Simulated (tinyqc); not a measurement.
Changing the hopping t: Holstein polaron on two sites. Computed by tinyqc, a small Python program. Command: `OMP_NUM_THREADS=1 python tinyqc.py 3017770 3017771 out.jsonl holstein sweep`. One thread of a shared host (Intel(R) Xeon(R) Processor @ 2.30GHz), about 0.02 s of CPU time with the checks.

One electron on sites 1 and 2: H = -t (c1+ c2 + c2+ c1) + hbar omega sum_i b_i+ b_i - g hbar omega sum_i n_i (b_i + b_i+). The symmetric phonon shifts the energy by -g^2 hbar omega/2 and drops out; with b = (b_1 - b_2)/sqrt(2) there remains H = -t sigma_x + hbar omega b+ b - (g hbar omega/sqrt(2)) sigma_z (b + b+). Parity splits it into blocks p = +1 and -1 over phonon numbers n. Zero-point energies are left out. Weights Z refer to mode b alone; the displaced symmetric mode multiplies the full zero-phonon weight by exp(-g^2/2).

Inputs (values chosen for the exercise, for a model dimer): phonon energy hbar omega = 46.2 meV; coupling g = 0.694.

Method. Block p: H_nn = n hbar omega - p t (-1)^n - g^2 hbar omega/2, H_(n,n+1) = -(g hbar omega/sqrt(2)) sqrt(n + 1). Use 60 levels in both blocks; Z = c_0^2 is the weight of n = 0 in the ground state c; the splitting is the lowest odd level less the lowest even one, which without coupling is the smaller of 2t and hbar omega; <sigma_x> = sum (-1)^n c_n^2 measures the kinetic energy.

One run for each value:
```
hopping t (meV)  splitting/(2t)  weight Z of n = 0 in mode b  <sigma_x>  mean phonon number in b
2.3                      0.6167                       0.8107     0.6623                   0.2131
4.4                      0.6138                       0.8304     0.6978                   0.1909
8.2                      0.6041                       0.8602     0.7513                   0.1574
15.0                     0.5736                       0.8988     0.8202                   0.1139
29.0                     0.4802                       0.9427     0.8985                   0.0643
55.0                     0.3302                       0.9742     0.9542                   0.0289
100.0                    0.2043                       0.9898     0.9818                   0.0114
200.0                    0.1089                       0.9970     0.9946                   0.0034
370.0                    0.0605                       0.9990     0.9983                   0.0011
```

Describe and explain the trends.

Over the rows, splitting/(2t) falls from 0.617 to 0.0605 (exponent d ln y / d ln x -0.0073 between the first rows and -0.96 between the last); weight Z of n = 0 in mode b rises from 0.811 to 0.999 (exponent d ln y / d ln x 0.037 between the first rows and 0.0034 between the last); <sigma_x> rises from 0.662 to 0.998 (exponent d ln y / d ln x 0.080 between the first rows and 0.0060 between the last). For t much below hbar omega the ratio tends to exp(-g^2) = 0.618; the first row has 0.617.

Caution (rows 29.0, 55.0, 100, 200, 370): with hbar omega below 2t the lowest odd level starts as a one-phonon state, so the splitting here is a softened phonon and not a narrowed hopping.

Extremes, crossings and ranges named in words are read from the listed rows.
